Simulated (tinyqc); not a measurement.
# Sub-threshold conduction and electro-thermal threshold of an amorphous chalcogenide: effects of single changes

Trap-limited conduction: I = I0 exp(-Ea/kB T) sinh(q V dz/(2 ua kB T)), I0 = 2 q A Nt dz/ta. One lumped temperature T = T0 + Rt I V. The threshold is the largest V for which a steady state exists on the low-current branch.

Inputs (values chosen for the exercise); values of the order of Ge-Sb-Te and related chalcogenides:
- T0 = 300 K (ambient temperature)
- A = 1800 nm^2 (cross-section)
- ua = 30 nm (amorphous thickness)
- dz = 7.4 nm (distance between traps)
- Ea = 0.32 eV (activation energy)
- Nt = 3.2e19 cm^-3 (trap density)
- ta = 1e-15 s (attempt time)
- Rt = 5.8 K/uW (thermal resistance)
- nu = 0.08 (drift exponent)

Constants: q = 1.602176634e-19 C, kB = 1.380649e-23 J/K. Results are converted to the units shown.

Each table varies one quantity; the others keep the values above.

## Resistance drift

The low-field resistance drifts as R = R0 (t/1 s)^nu, R0 = 2 ua kB T0 exp(Ea/kB T0)/(q dz I0). Read as a growth of Ea, this is dEa = nu kB T0 ln(t/1 s).

Resistance drift:
```
t (s)  R (Mohm)    R/R0  dEa (meV)
0.001    0.2098  0.5754     -14.29
0.1      0.3032  0.8318     -4.762
1        0.3646   1.000          0
100      0.5270   1.445      9.524
10000    0.7617   2.089      19.05
1e6       1.101   3.020      28.57
3e8       1.738   4.766      40.37
```

Read the table: what changes, and by how much?

R grows by a factor of 1.20 a decade and 4.77 from 1 s to 3e8 s. A level that lies a factor of 3 below a fixed read threshold at 1 s reaches it after 9.20e5 s.

## Threshold against amorphous thickness

Same model as above.

The threshold is the first local maximum over T of the V that solves Rt I(V, T) V = T - T0. Rt is held fixed.

Threshold against amorphous thickness:
```
ua (nm)  Vth (V)  T - T0 (K)  Ith (uA)  field (MV/cm)
18        0.3829       41.87     18.85         0.2127
24        0.4714       40.59     14.84         0.1964
30        0.5523       39.68     12.39         0.1841
36        0.6273       39.00     10.72         0.1742
42        0.6975       38.45     9.505         0.1661
48        0.7639       38.01     8.579         0.1591
54        0.8270       37.64     7.848         0.1531
60        0.8871       37.33     7.254         0.1479
```

Vth rises from 0.383 to 0.887 V, as ua^(0.70), and the threshold field falls from 0.213 to 0.148 MV/cm; Ith falls from 18.9 to 7.25 uA. A power of 1 would mean a fixed threshold field.

Range of the model: Purely electronic switching mechanisms, filaments and series resistance are left out.

tinyqc, about 0.01 s, one thread, Intel Xeon 2.30GHz (shared host): `OMP_NUM_THREADS=1 python tinyqc.py 2490105 2490106 out.jsonl`
